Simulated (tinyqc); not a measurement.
Composition of the layer: band edges of strained Si(1-x)Ge(x) on relaxed Si(1-y)Ge(y).

Values are linear in the Ge fraction but for ED(x) = linear - CD x (1 - x) and a(x) = linear - Ca x (1 - x). Energies are on the common scale of Ev.

Coherent growth on a (001) face: e_par = (a(y) - a(x))/a(x), e_perp = -2 (C12/C11) e_par; exx = eyy = e_par, ezz = e_perp, no shear.

A valley with unit axis u lies at Ev + gap + (av + a_valley) tr(e) + Xu (u.e.u - tr(e)/3); the Delta axes are x, y, z and the L axes [111], [1-1-1], [-11-1], [-1-11]. The second-order shift of the Delta valleys under shear is left out; it lowers the pair normal to the sheared plane by tens of meV at a shear of 1 %.

Valence edges: Ev plus the levels of the 6 x 6 matrix of X, Y, Z times spin with -Dso/3 + l exx + m (eyy + ezz) on the diagonal (cyclic), n exy off it, l = av + 2 b, m = av - b, n = sqrt(3) d. Spin-orbit term (Dso/3) L.sigma on X, Y, Z with (L_k)_ij = -i epsilon_kij: <X+|H|Y+> = -i Dso/3, <X+|H|Z-> = Dso/3, <Y+|H|Z-> = -i Dso/3, <Z+|H|X-> = -Dso/3, <Z+|H|Y-> = i Dso/3, <X-|H|Y-> = i Dso/3, and their conjugates; + and - are the spin along z.

Inputs chosen for the exercise (end members near Si and Ge, in this order; not measured data): a = (5.438, 5.666) angstrom (lattice constant); Dso = (0.044, 0.289) eV (spin-orbit splitting); av = (2.48, 1.25) eV (valence hydrostatic potential); b = (-2.1, -2.53) eV (tetragonal shear potential); d = (-4.76, -5.29) eV (trigonal shear potential); C11 = (167, 129.1) GPa; C12 = (63.3, 47.8) GPa; C44 = (79, 65.8) GPa; Ev = (0, 0.7) eV (top of the unstrained valence band); ED = (1.134, 0.925) eV (gap to the Delta valleys); EL = (2.039, 0.737) eV (gap to the L valleys); aD = (1.58, 1.32) eV (hydrostatic potential of the Delta gap); aL = (-3.35, -2.88) eV (hydrostatic potential of the L gap); XuD = (8.96, 9.61) eV (uniaxial potential, Delta); XuL = (16.17, 15.23) eV (uniaxial potential, L); CD = 0.236 eV (bowing of the Delta gap); Ca = 0 angstrom (bowing of the lattice constant); face = 001 (growth face); y = 0 (Ge fraction of the relaxed buffer).

The buffer is kept. dEc = Ec(buffer) - Ec(layer), dEv = Ev(layer) - Ev(buffer); buffer edges Ev(y) and Ev(y) + min(ED, EL). The digit behind Delta or L counts whole valleys.

Results:

| x | e_par (%) | lowest valleys | gap (eV) | next valleys above (meV) | valence splitting (meV) | dEc (eV) | dEv (eV) |
|---|---|---|---|---|---|---|---|
| 0.08 | -0.33 | Delta4 | 1.063 | 53 | 20 | 0.012 | 0.059 |
| 0.16 | -0.67 | Delta4 | 0.995 | 106 | 34 | 0.020 | 0.118 |
| 0.24 | -1.00 | Delta4 | 0.930 | 159 | 46 | 0.024 | 0.179 |
| 0.31 | -1.28 | Delta4 | 0.876 | 206 | 56 | 0.025 | 0.234 |
| 0.39 | -1.61 | Delta4 | 0.816 | 260 | 68 | 0.021 | 0.297 |
| 0.47 | -1.93 | Delta4 | 0.759 | 314 | 79 | 0.014 | 0.361 |
| 0.55 | -2.25 | Delta4 | 0.706 | 367 | 90 | 0.002 | 0.426 |

What can be read from this table?

The gap is 1.063 eV in the first row and 0.706 eV in the last. The lowest valleys are Delta4 throughout. Per 0.1 of x the valence offset moves by +78 meV on average; the conduction offset lies between +2 and +25 meV, not monotonically. Both carriers sit on one side in every row. Offsets below about 30 meV are within the spread of parameter sets, so those rows do not settle the type. Strains above 2 % can be kept only in layers of a few nanometres.

Run: tinyqc, `OMP_NUM_THREADS=1 python tinyqc.py 1051110 1051111 out.jsonl`; Intel(R) Xeon(R) Processor @ 2.30GHz, one thread, shared host; about 0.03 s of CPU time with all checks.
